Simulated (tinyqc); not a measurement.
Choosing the offset: vacuum evaporation: vapour pressure, source flux, thickness distribution, purity and step coverage. Computed by tinyqc, a small Python program. Command: `OMP_NUM_THREADS=1 python tinyqc.py 3110060 3110061 out.jsonl evap walk`. One thread of a shared host (Intel(R) Xeon(R) Processor @ 2.30GHz), about 0.01 s of CPU time with the checks.

Molecular flow, unit sticking of the metal, no re-evaporation. The background gas is taken as water vapour (18.015 g/mol, collision diameter 0.37 nm) at 300 K.

Inputs (values chosen for the exercise, modelled on titanium, with constants for the liquid): directionality n = 1; source-to-wafer distance h = 62 cm; wafer radius R = 5 cm.

Method. Rotating wafer, source offset by s and facing upwards: thickness at radius r is the mean over the angle a of (1 + (r^2 + s^2 - 2 r s cos a)/h^2)^(-(n + 3)/2), by 360 equal steps; non-uniformity (max - min)/(max + min) over 21 radii from 0 to R. The curvature at the centre vanishes at s/h = sqrt(2/(n + 3)).

Against the offset:
```
s/h  centre thickness  edge over centre  non-uniformity (%)
0.0            1.0000            0.9871             0.64825
0.2            0.9246            0.9890             0.55210
0.4            0.7432            0.9934             0.32932
0.5            0.6400            0.9958             0.20935
0.6            0.5407            0.9980             0.09997
0.7            0.4504            0.9999             0.00742
0.8            0.3718            1.0013             0.06625
0.9            0.3052            1.0024             0.12181
1.1            0.2047            1.0038             0.18823
```

What follows from these numbers?

The best row, s/h = 0.7, has 0.0074 % against 0.65 % on the axis, at the price of a rate lower by a factor 2.22; the small-wafer optimum is sqrt(2/(n + 3)) = 0.71.

Extremes, crossings and ranges named in words are read from the listed rows.
